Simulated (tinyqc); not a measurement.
Phonon and roughness prefactors from two fields.

Problem. At 300 K and high field 1/mu = E^(1/3)/Ap + E^gs/As, E in MV/cm. Find Ap and As.

Parameters, values chosen for the exercise:
```
symbol  value  unit                         meaning
gs          2        exponent of the roughness term
```

mu at E = 0.59 and 1.19 MV/cm (cm^2/(V s)): [405.48141, 242.57385]

Answer. Two linear equations in 1/Ap and 1/As.

Ap = 398 cm^2/(V s)
As = 970 cm^2/(V s)

Computed by the program tinyqc: `OMP_NUM_THREADS=1 python tinyqc.py 2510057 2510058 out.jsonl`, one thread of a shared Intel Xeon 2.30GHz, about 0.01 s for the whole run.
